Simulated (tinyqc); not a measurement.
How far the derived k.p bands hold: k.p values derived from sp3s* tight binding at Gamma.

sp3s* tight binding, nearest neighbours only: anion (a) at 0, cation (c) at a/4 (1,1,1), orbitals s, px, py, pz, s* on each; k in units of 2 pi/a. With phases e_j = exp(i (pi/2) k.n_j) for n = (1,1,1), (1,-1,-1), (-1,1,-1), (-1,-1,1): g0 = (e1+e2+e3+e4)/4, g1 = (e1+e2-e3-e4)/4, g2 = (e1-e2+e3-e4)/4, g3 = (e1-e2-e3+e4)/4. The diagonal holds the levels Esa, Epa, Exa (s*) and Esc, Epc, Exc. Anion-cation block: <sa|sc> = Vss g0; <sa|xc> = Vsapc g1; <xa|sc> = -Vscpa g1; <xa|xc> = Vxx g0; <xa|yc> = <ya|xc> = Vxy g3, <xa|zc> = <za|xc> = Vxy g2, <ya|zc> = <za|yc> = Vxy g1; <s*a|xc> = Vxapc g1; <xa|s*c> = -Vpaxc g1; y and z take g2 and g3 in place of g1; s-s* and s*-s* vanish.

Constants: hbar^2/2m0 = 3.80998211 eV angstrom^2.

Parameters, chosen for this exercise (near a published set for SiC, fitted to gaps, whose masses and valley positions are rough; the results hold for these values, not for the real material): a = 4.357 angstrom (lattice constant); Esa = -8.54 eV (s level of the anion); Epa = 2.15 eV (p level of the anion); Esc = -4.889 eV (s level of the cation); Epc = 4.372 eV (p level of the cation); Exa = 9.73 eV (s* level of the anion); Exc = 9.321 eV (s* level of the cation); Vss = -12.489 eV (s-s); Vxx = 3.077 eV (px-px); Vxy = 5.99 eV (px-py); Vsapc = 9.484 eV (s anion, p cation); Vscpa = 9.27 eV (s cation, p anion); Vxapc = 8.607 eV (s* anion, p cation); Vpaxc = 4.37 eV (p anion, s* cation).

Couplings:

| pair | P (eV angstrom) | E(first) - E(second) (eV) |
|---|---|---|
| S+ to P- | -10.13381 | 5.91764 |
| S+ to P+ | 1.13964 | -0.62522 |
| S- to P- | 0.91354 | -19.32578 |
| s*a to P- | -5.38723 | 9.74043 |
| s*c to P- | 3.89567 | 9.33143 |

mass = 0.47951 m0

L, M, N (eV angstrom^2): -20.1998  -4.7895  -21.7385

Along [100]: level 5 and level 2 of the full matrix against parabolas c k^2/m and L k^2, and against the two-level form that keeps S+ and the x state of P- exactly, [[EG + (c/m - P^2/EG) k^2, P k], [P k, (L + P^2/EG) k^2]]. Energies from Ev.

Levels (eV):

| k (1/angstrom) | c: full | c: parabola | c: two-level | v: full | v: parabola | v: two-level |
|---|---|---|---|---|---|---|
| 0.02 | 5.9208 | 5.9208 | 5.9208 | -0.0081 | -0.0081 | -0.0081 |
| 0.04 | 5.9301 | 5.9304 | 5.9303 | -0.0322 | -0.0323 | -0.0322 |
| 0.06 | 5.9451 | 5.9462 | 5.9458 | -0.0721 | -0.0727 | -0.0723 |
| 0.09 | 5.9756 | 5.9820 | 5.9800 | -0.1603 | -0.1636 | -0.1616 |
| 0.12 | 6.0091 | 6.0321 | 6.0259 | -0.2808 | -0.2909 | -0.2847 |
| 0.16 | 6.0180 | 6.1210 | 6.1025 | -0.4868 | -0.5171 | -0.4986 |
| 0.20 | 5.9127 | 6.2355 | 6.1927 | -0.7382 | -0.8080 | -0.7652 |
| 0.30 | 5.4547 | 6.6327 | 6.4493 | -1.5206 | -1.8180 | -1.6345 |

What can be read from this table?

The conduction parabola stays within 10 meV up to k = 0.09 and the two-level form up to 0.09; for the light valence band, 0.09 and 0.12 (1/angstrom, among these rows; a dash would mean not even the first). At 0.2 the errors are +323 and +280 meV for the conduction band. Keeping the strongest coupling exactly removes less than half of that error: higher bands, which bend level 5 down towards X, make the rest.

Run: tinyqc, `OMP_NUM_THREADS=1 python tinyqc.py 1451508 1451509 out.jsonl`; Intel(R) Xeon(R) Processor @ 2.30GHz, one thread, shared host; about 0.01 s of CPU time with all checks.
